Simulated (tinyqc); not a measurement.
Molecular dynamics of a small cluster by velocity Verlet steps: one step, computed by the program tinyqc. Command: `OMP_NUM_THREADS=1 python tinyqc.py 3001473 3001474 out.jsonl verlet walk`. One thread of a shared host (Intel(R) Xeon(R) Processor @ 2.30GHz), about 0.08 s of CPU time with the checks.

E = sum_(i<j) phi(r_ij), phi(r) = eps [exp(-2 alpha (r - r0)) - 2 exp(-alpha (r - r0))]; the force on i is -sum_j phi'(r_ij) (R_i - R_j)/r_ij.

Question. State at the start. Velocity Verlet: a = c F/M with c = 9.648533212e-3 angstrom/fs^2 per eV/(angstrom u); R(new) = R + v dt + a dt^2/2; v(new) = v + (a + a(new)) dt/2. Kinetic energy K = M v^2/(2c); temperature T = 2K/((3N - 3) k_B), rotation of the cluster included.

Inputs (values chosen for the exercise, for model atoms):

| quantity | value | unit |
|---|---|---|
| length r0 | 2.53 | angstrom |
| well depth eps | 0.75 | eV |
| stiffness alpha | 1.53 | 1/angstrom |
| atomic mass M | 91.1 | u |
| time step dt | 12 | fs |

Potential: Morse. Thermostat: none.

starting positions (angstrom):
```
            x      y      z
atom 1  -0.02  -0.02      0
atom 2   2.51   0.02  -0.02
atom 3   1.28    2.2      0
```

starting velocities (angstrom/fs):
```
               x         y         z
atom 1  -0.00189  -0.00052  -0.00081
atom 2   0.00156  -0.00082   0.00136
atom 3   0.00033   0.00134  -0.00055
```

Constants: 1 eV/(angstrom u) = 9.648533212e-03 angstrom/fs^2; k_B = 8.617333262e-05 eV/K.

Give: forces; potential energy; kinetic energy; temperature.

Answer.

forces (eV/angstrom):
```
               x         y         z
atom 1   0.06998   0.11716  -0.00001
atom 2   0.04791  -0.08740  -0.00079
atom 3  -0.11789  -0.02977   0.00080
```

potential energy = -2.2457 eV

kinetic energy = 0.055052 eV

temperature = 212.95 K
